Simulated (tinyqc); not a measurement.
What each parameter does: model-solid line-up of a strained alloy layer on a substrate.

All values of the alloy are linear in x but the gap, Eg(x) = (1 - x) Eg_A + x Eg_B - C x (1 - x), and the valence edge, Ev(x) = (1 - x) Ev_A + x Ev_B + fv C x (1 - x); Ec = Ev + Eg. Ev is the top of the unstrained valence band on a scale common to all materials. In the layer only the Gamma valley of the conduction band is followed, also where an X or L valley would lie lower.

Coherent growth on a (111) face: e_par = (a_s - a)/a, e_perp = -(2 C11 + 4 C12 - 4 C44)/(C11 + 2 C12 + 4 C44) e_par; exx = eyy = ezz = (2 e_par + e_perp)/3 and exy = eyz = ezx = (e_perp - e_par)/3.

Strained edges: Ec + ac tr(e); the valence edges are Ev plus the levels of the 6 x 6 matrix of X, Y, Z times spin with -Dso/3 + l exx + m (eyy + ezz) on the diagonal (cyclic), n exy off it, l = av + 2 b, m = av - b, n = sqrt(3) d. Spin-orbit term (Dso/3) L.sigma on X, Y, Z with (L_k)_ij = -i epsilon_kij: <X+|H|Y+> = -i Dso/3, <X+|H|Z-> = Dso/3, <Y+|H|Z-> = -i Dso/3, <Z+|H|X-> = -Dso/3, <Z+|H|Y-> = i Dso/3, <X-|H|Y-> = i Dso/3, and their conjugates; + and - are the spin along z.

dEc = Ec(substrate) - Ec(layer), dEv = Ev(layer) - Ev(substrate); positive values confine the carrier in the layer. Type I: both of one sign; type II: opposite signs; type III: the gaps do not overlap.

Inputs chosen for the exercise (A near InP, B near GaP, substrate near Ge; shifted at random, so the results belong to these values and not to a real crystal): a = (5.879, 5.445) angstrom (lattice constant of A, B); Eg = (1.442, 2.916) eV (gap at Gamma to the s-like level of A, B); Dso = (0.108, 0.081) eV (spin-orbit splitting of A, B); Ev = (-0.93, -1.27) eV (top of the unstrained valence band of A, B); ac = (-5.97, -8.32) eV (conduction deformation potential of A, B); av = (0.6, 1.68) eV (valence hydrostatic potential of A, B); b = (-1.98, -1.58) eV (tetragonal shear potential of A, B); d = (-4.94, -4.53) eV (trigonal shear potential of A, B); C11 = (102.1, 139) GPa (of A, B); C12 = (55.4, 61.5) GPa (of A, B); C44 = (45.9, 71.1) GPa (of A, B); C = 0.544 eV (bowing of the gap); fv = 0.3 (share of the bowing taken by the valence edge); a_s = 5.654 angstrom (substrate); Eg_s = 0.747 eV (lowest gap of the substrate); Ev_s = -0.35 eV (substrate valence edge); face = 111 (growth face); x = 0.61 (fraction of B).

Strained gap, valence splitting and offsets.

Results for these values:

| case | gap (eV) | splitting (meV) | dEc (eV) | dEv (eV) |
|---|---|---|---|---|
| base | 2.0783 | 69.6 | -0.6372 | -0.6942 |

What happens to each result for C = 0.644 eV, all else kept?

Answer: gap falls from 2.0783 to 2.0546; splitting does not change at the printed digits; dEc rises from -0.6372 to -0.6205; dEv rises from -0.6942 to -0.6870.

The same for each parameter in turn:

| case | gap (eV) | splitting (meV) | dEc (eV) | dEv (eV) |
|---|---|---|---|---|
| base | 2.0783 | 69.6 | -0.6372 | -0.6942 |
| x = 0.63 | 2.0782 | 86.5 | -0.6435 | -0.6877 |
| a_s = 5.674 angstrom | 2.0064 | 109.5 | -0.5974 | -0.6619 |
| C = 0.644 eV | 2.0546 | 69.6 | -0.6205 | -0.6870 |
| fv = 0.5 | 2.0783 | 69.6 | -0.6631 | -0.6683 |
| Ev_s = -0.3 eV | 2.0783 | 69.6 | -0.5872 | -0.7442 |
| C12 = (63.71, 70.725) GPa | 2.0799 | 72.3 | -0.6399 | -0.6929 |
| av = (0.69, 1.932) eV | 2.0763 | 69.6 | -0.6372 | -0.6922 |
| d = (-5.681, -5.21) eV | 2.0709 | 81.3 | -0.6372 | -0.6868 |

Program tinyqc; command `OMP_NUM_THREADS=1 python tinyqc.py 1051448 1051449 out.jsonl`; about 0.02 s on one thread of a shared Intel(R) Xeon(R) Processor @ 2.30GHz.
